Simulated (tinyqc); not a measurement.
Inputs raised by 5 %, one at a time: self-heating of a transistor with one or more fingers, with temperature-dependent conductivity. Computed by tinyqc, a small Python program. Command: `OMP_NUM_THREADS=1 python tinyqc.py 3019925 3019926 out.jsonl selfheat sens`. One thread of a shared host (Intel(R) Xeon(R) Processor @ 2.30GHz), about 0.2 s of CPU time with the checks.

N long parallel fingers lie on the top face of a slab whose bottom is held at T_0; the top is otherwise insulated, and heat flows in two dimensions. P in W/mm is 1000 P in W/m.

Inputs (values chosen for the exercise, modelled on sapphire):
```
quantity                                      value        unit
conductivity at the base temperature kappa_0   31.6     W/(m K)
exponent m in kappa ~ T^-m                     1.22           -
base temperature T_0                            323           K
power per gate width P                         0.65        W/mm
fingers N                                         4           -
finger pitch s                                  8.5  micrometre
width of the heat source w                      0.3  micrometre
substrate thickness t                           110  micrometre
phonon free path Lambda                          20          nm
power coefficient beta                          2.9      1e-3/K
```

Power: power rises with temperature.

Method:
- A line source of power P on the top face raises the top at distance x by (P/(pi kappa_0)) g(x), g(x) = -ln tanh(pi x/(4 t)) (the image sum for the slab). On a strip of width w the centre sees the mean of g over the strip, g_0 = 1 + ln(8 t/(pi w)) for w much below t.
- theta_i = (P/(pi kappa_0)) [g_0 + sum over j != i of g(|i - j| s)], with equal powers and constant conductivity; thermal resistance = largest theta/P.
- Kirchhoff transformation for kappa = kappa_0 (T/T_0)^-m: T = T_0 [1 - (m - 1) theta/T_0]^(-1/(m - 1)), where theta is the linear rise.
- The bracket vanishes at the power P T_0/((m - 1) theta).
- Near a source smaller than the free path, Fourier's law overstates the flow. Rough estimate: a strip that emits phonons into a half space adds a resistance times area of 4 Lambda/(3 kappa_0), from the ballistic flux C v Delta T/4 with kappa_0 = C v Lambda/3, so Delta T_b = 4 Lambda P/(3 kappa_0 w); Knudsen number Lambda/w.
- The power follows P [1 + beta (T - T_0)] with T the peak temperature, for all fingers alike. Start at T_0 and repeat; stop when T changes by less than 1e-6 K, after 50 steps, or when the bracket falls below 0.05.

Runs; columns: (1) input moved; (2) from; (3) to; (4) true rise (K); (5) peak temperature with feedback (K); (6) ballistic rise Delta T_b (K); (7) true rise / linear rise:
```
(1)                                                      (2)    (3)     (4)     (5)     (6)     (7)
base run                                                   -      -  124.88  582.04  1.8284  1.2258
conductivity at the base temperature kappa_0 (W/(m K))  31.6  33.18  117.72  544.50  1.7413  1.2134
exponent m in kappa ~ T^-m                              1.22  1.281  126.40  600.77  1.8284  1.2407
finger pitch s (micrometre)                              8.5  8.925  123.46  573.66  1.8284  1.2234
width of the heat source w (micrometre)                  0.3  0.315  124.41  579.16  1.7413  1.2250
substrate thickness t (micrometre)                       110  115.5  126.78  594.28  1.8284  1.2292
power coefficient beta (1e-3/K)                          2.9  3.045  124.88  605.11  1.8284  1.2258
```

Exponents ln(y'/y) / ln(x'/x):
```
input                                         true rise  peak temperature with feedback  ballistic rise Delta T_b  true rise / linear rise
conductivity at the base temperature kappa_0     -1.210                          -1.367                        -1                   -0.210
exponent m in kappa ~ T^-m                        0.248                           0.649                         0                    0.248
finger pitch s                                   -0.234                          -0.297                         0                   -0.041
width of the heat source w                       -0.078                          -0.102                        -1                   -0.014
substrate thickness t                             0.310                           0.426                         0                    0.055
power coefficient beta                            0.000                           0.797                         0                    0.000
```

Which inputs matter most for each result?

Among the inputs moved here: true rise answers most in size to conductivity at the base temperature kappa_0 (exponent -1.210), next to substrate thickness t (+0.310); its exponent is below 0.0005 for power coefficient beta. Peak temperature with feedback answers most in size to conductivity at the base temperature kappa_0 (exponent -1.367), next to power coefficient beta (+0.797). Ballistic rise Delta T_b answers most in size to conductivity at the base temperature kappa_0 (exponent -1.000), and about equally to width of the heat source w (-1.000); its exponent is below 0.0005 for exponent m in kappa ~ T^-m, finger pitch s, substrate thickness t, power coefficient beta. Its exponent -1.000 in width of the heat source w: the ballistic term goes as the flux P/w. True rise / linear rise answers most in size to exponent m in kappa ~ T^-m (exponent +0.248), next to conductivity at the base temperature kappa_0 (-0.210); its exponent is below 0.0005 for power coefficient beta.
